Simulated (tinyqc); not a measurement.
Inside a calculation. Method: Hueckel theory of the pi electrons with the omega technique, for the molecule OC1=CC=CC=CC=C1 (SMILES; centres numbered as the heavy atoms are written). One step of it, computed by the program tinyqc.

Question. Omega technique, round 2. h_r = h_r(0) + omega q_r, omega = 0.6, with q_r = z_r - P_rr; 0.3 of the old diagonal is kept.

Hueckel matrix in units of beta (H = alpha + beta A), lower triangle:
```
          1O        2C        3C        4C        5C        6C        7C        8C
1O  2.000000
2C  0.800000  0.000000
3C  0.000000  1.000000  0.000000
4C  0.000000  0.000000  1.000000  0.000000
5C  0.000000  0.000000  0.000000  1.000000  0.000000
6C  0.000000  0.000000  0.000000  0.000000  1.000000  0.000000
7C  0.000000  0.000000  0.000000  0.000000  0.000000  1.000000  0.000000
8C  0.000000  0.000000  0.000000  0.000000  0.000000  0.000000  1.000000  0.000000
9C  0.000000  1.000000  0.000000  0.000000  0.000000  0.000000  0.000000  1.000000

          9C
9C  0.000000
```

charge and bond-order matrix P, lower triangle:
```
           1O         2C         3C         4C         5C         6C        7C        8C
1O   1.965006
2C   0.161164   1.254026
3C  -0.129055   0.604908   0.724945
4C   0.043954  -0.228033   0.586122   1.304812
5C   0.032444  -0.106363   0.229930   0.608680   0.705927
6C  -0.059240   0.225934  -0.085839  -0.247743   0.596700   1.309601
7C   0.032444  -0.106363  -0.234174  -0.098652   0.239113   0.596700  0.705927
8C   0.043954  -0.228033  -0.117106   0.233036  -0.098652  -0.247743  0.608680  1.304812
9C  -0.129055   0.604908   0.263534  -0.117106  -0.234174  -0.085839  0.229930  0.586122

          9C
9C  0.724945
```

Centres:

| centre | z_r, pi electrons of the neutral centre | h |
|---|---|---|
| 1O | 2 | 2.000000 |
| 2C | 1 | 0.000000 |
| 3C | 1 | 0.000000 |
| 4C | 1 | 0.000000 |
| 5C | 1 | 0.000000 |
| 6C | 1 | 0.000000 |
| 7C | 1 | 0.000000 |
| 8C | 1 | 0.000000 |
| 9C | 1 | 0.000000 |

Give: matrix after round 2.

Answer.

matrix after round 2, lower triangle:
```
       1O      2C     3C      4C     5C      6C     7C      8C
1O  2.028
2C  0.800  -0.071
3C  0.000   1.000  0.081
4C  0.000   0.000  1.000  -0.100
5C  0.000   0.000  0.000   1.000  0.092
6C  0.000   0.000  0.000   0.000  1.000  -0.103
7C  0.000   0.000  0.000   0.000  0.000   1.000  0.092
8C  0.000   0.000  0.000   0.000  0.000   0.000  1.000  -0.100
9C  0.000   1.000  0.000   0.000  0.000   0.000  0.000   1.000

       9C
9C  0.081
```
